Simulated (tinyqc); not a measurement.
Surface photovoltage measurement of the minority-carrier diffusion length in a wafer: one step, computed by the program tinyqc.

Low injection, steady light, a depletion layer much thinner than 1/alpha and L. The excess density dn is taken at the front edge of the neutral region; light that reaches the back is lost.

Question. One wavelength. alpha = (84.732/lambda - 76.417)^2 per cm with lambda in micrometre (an empirical fit for silicon between 0.7 and 1.05 micrometre). Thick wafer: dn = Phi L/((S_f + D/L)(L + 1/alpha)). Finite wafer, with s = S_b L/D, w = W/L, a = alpha L: dn = [Phi a/(a^2 - 1)] [a - B - exp(-alpha W)(a - s)/(cosh w + s sinh w)]/(S_f + B D/L), B = (sinh w + s cosh w)/(cosh w + s sinh w). Photovoltage V = (k_B T/e) ln(1 + dn/n_0). Lifetime = L^2/D.

Inputs (values chosen for the exercise, modelled on p-type silicon at room temperature):

| quantity | value | unit |
|---|---|---|
| diffusion length L | 39 | micrometre |
| wafer thickness W | 725 | micrometre |
| diffusivity D | 33.1 | cm^2/s |
| front recombination velocity S_f | 2100 | cm/s |
| back recombination velocity S_b | 35000 | cm/s |
| photon flux entering | 2e+13 | 1/(cm^2 s) |
| minority density at the surface barrier scale n_0 | 6.6e+08 | 1/cm^3 |
| temperature T | 298 | K |
| wavelength | 841 | nm |

Constants: k_B = 8.617333262e-05 eV/K.

Give: alpha; penetration depth 1/alpha; dn, thick wafer; B; dn, finite wafer; photovoltage V; lifetime.

Answer.

alpha = 592.17 1/cm

penetration depth 1/alpha = 16.887 micrometre

dn, thick wafer = 1.3183e+09 1/cm^3

B = 1

dn, finite wafer = 1.3183e+09 1/cm^3

photovoltage V = 28.189 mV

lifetime = 0.45952 microsecond

Caution: dn is not small against n_0, so V is not linear in the flux; the constant-flux reading then needs dn, not V.
